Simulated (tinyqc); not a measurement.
Random telegraph noise from one oxide trap in a small MOSFET: one step of the calculation.

An acceptor-like trap exchanges electrons with the channel. Inversion charge Q = Cox u, u = n Vt W0(exp((Vg - VT)/(n Vt))), W0 the Lambert function, n = nf, Cox = eps0 eox/tox; linear regime Id = (W/L) mu Q Vd. Relative to threshold the surface potential rises by Vt ln(u/u0) and the oxide voltage by the rest of Vg - VT, with u0 = n Vt W0(1).

Task. Trap level, time constants and occupancy. N = Cox u/q; dpsi = Vt ln(u/u0); E = E0 - dpsi - (xt/tox)(Vg - VT - dpsi); capture time tc = 1/[(N/zi) vth s0 exp(-xt/lt - EB/Vt)]; emission time te = tc exp(-E/Vt); occupancy te/(tc + te).

Values chosen for this exercise; values of the order met in silicon transistors:
```
symbol  value  unit                                                                 meaning
T         300     K                                                             temperature
eox        25        relative permittivity of the gate insulator (close to zirconium oxide)
tox       3.9    nm                                                     insulator thickness
xt       0.56    nm                            depth of the trap from the channel interface
E0       0.21    eV                   trap level above the channel Fermi level at threshold
s0      1e-17  cm^2                                                       capture prefactor
EB       0.29    eV                                    capture barrier (lattice relaxation)
lt       0.15    nm                                                 tunnelling decay length
vth     1.6e7  cm/s                                                        thermal velocity
zi        2.5    nm                                        thickness of the inversion layer
VT       0.34     V                                                       threshold voltage
nf       1.17                                                                   body factor
Vg       1.24     V                                                            gate voltage
```

Constants: q = 1.602176634e-19 C, kB = 1.380649e-23 J/K, Vt = kB T/q, eps0 = 8.8541878128e-14 F/cm where lengths are in cm. Results are converted to the units shown.

Give: u; N; dpsi; E; tc; te; occupancy.

Result.

u = 0.8009 V
N = 2.837e13 cm^-2
dpsi = 0.09936 V
E = -0.004325 eV
tc = 1.714e-4 s
te = 2.026e-4 s
occupancy = 0.5417

The trap lies 0.17 Vt below the Fermi level, so it is filled 54.2 % of the time.

Range of the model: VT is taken as given; short-channel effects and the uneven flow of current among few electrons are left out.

Program tinyqc, `OMP_NUM_THREADS=1 python tinyqc.py 2710126 2710127 out.jsonl`; Intel Xeon 2.30GHz, shared host, one thread, about 0.01 s.
